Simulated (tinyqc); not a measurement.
On-chip interconnect, size-dependent resistivity and RC delay: one step of the calculation.

A rectangular line between two neighbours and two ground planes. Surface and grain-boundary scattering are added to the bulk resistivity as corrections; capacitances are parallel-plate values without fringing; inductance is ignored.

Task. Node voltages after a time step. A 1 V step is applied behind Rd at t = 0. C dv/dt = -G v + b, with G the conductance matrix of the ladder (1/Rs between neighbours, 1/Rd added at node 0) and b = (1 V/Rd, 0, ...). Trapezoidal step: (C/dt + G/2) v(new) = (C/dt - G/2) v + b.

Values chosen for this exercise:
- Rd = 14000 ohm (driver resistance)
- dt = 160 ps (time step)

Rs = 44760.724 ohm

| node | C (fF) | v at t = 0 (V) |
|---|---|---|
| 0 | 0.88709303 | 0 |
| 1 | 1.7741861 | 0 |
| 2 | 1.7741861 | 0 |
| 3 | 1.7741861 | 0 |
| 4 | 1.7741861 | 0 |
| 5 | 1.7741861 | 0 |
| 6 | 0.93909303 | 0 |

Give: v at t = 1 dt.

Result.

| node | v at t = 1 dt (V) |
|---|---|
| 0 | 1.4835 |
| 1 | 0.5685 |
| 2 | 0.2180 |
| 3 | 0.0837 |
| 4 | 0.0327 |
| 5 | 0.0140 |
| 6 | 0.0092 |

Node 0 overshoots the 1 V source: the trapezoidal rule rings on modes much faster than dt.

Range of the model: The metal width is under the mean free path, where the thick-limit surface term and the simple sum of corrections lose accuracy.

tinyqc, about 0.01 s, one thread, Intel Xeon 2.30GHz (shared host): `OMP_NUM_THREADS=1 python tinyqc.py 2100151 2100152 out.jsonl`
